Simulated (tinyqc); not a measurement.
What grading buys: minority-electron transport through the base of a bipolar transistor (Moll-Ross and Kroemer integrals). Computed by tinyqc, a small Python program. Command: `OMP_NUM_THREADS=1 python tinyqc.py 3004030 3004031 out.jsonl base walk`. One thread of a shared host (Intel(R) Xeon(R) Processor @ 2.30GHz), about 0.01 s of CPU time with the checks.

Low injection, one dimension, x from the emitter edge (0) to the collector edge (W), s = x/W. Recombination is treated as a small correction (valid for tau_B well below tau_n), computed from the stored charge.

Inputs (values chosen for the exercise, modelled on SiGe):
```
quantity                               value        unit
base doping at the emitter edge N_0  2.9e+19      1/cm^3
base width W                              70          nm
mu_min                                   190  cm^2/(V s)
mu_max                                  1100  cm^2/(V s)
N_ref                                8.6e+16      1/cm^3
saturation velocity v_s                 0.97    1e7 cm/s
temperature T                            300           K
doping ratio N_0/N(W)                     38           -
```

Base doping profile: Gaussian. Gap grading: linear. Exit of the base: infinite sink.

Constants: k_B = 8.617333262e-05 eV/K.

Method. N(x) = N_0 (ratio)^(-s^2); n_i(x)^2 = n_i^2 exp(s dE_g/k_B T); D(x) = (k_B T/e) mu, mu = mu_min + (mu_max - mu_min)/(1 + (N/N_ref)^0.7). With y(x) = N n_i^2/(D n_i(x)^2): base Gummel number G_B = int_0^W y dx; J_C = e n_i^2 exp(e V_BE/k_B T)/G_B; n(x) = (J_C/e)(n_i(x)^2/(N n_i^2)) [int_x^W y dx]; transit time tau_B = (e/J_C) int n dx; trapezoid rule on 401 even points.

The same base with other gradings:
```
dE_g (meV)  dE_g/k_B T  G_B (s/cm^4)  J_C gain  tau_B (ps)  speed gain
0                0.000    1.7044e+13    1.0000      1.7284      1.0000
25               0.967    1.3258e+13    1.2855      1.4596      1.1841
50               1.934    1.0660e+13    1.5989      1.2581      1.3738
75               2.901    8.8100e+12    1.9346      1.1027      1.5673
100              3.868    7.4490e+12    2.2881      0.9800      1.7637
150              5.802    5.6178e+12    3.0339      0.7996      2.1615
200              7.736    4.4676e+12    3.8149      0.6743      2.5634
300             11.605    3.1352e+12    5.4364      0.5125      3.3725
```

What follows from these numbers?

At 100 meV J_C rises by a factor 2.29 and the transit is 1.76 times faster; at 300 meV the factors are 5.44 and 3.37. For a uniform base without exit term both tend to be linear in dE_g/k_B T, J_C as x/(1 - exp(-x)) and the speed as x/2. From 200 meV on the mean velocity W/tau_B exceeds v_s, so those speed gains are overstated.
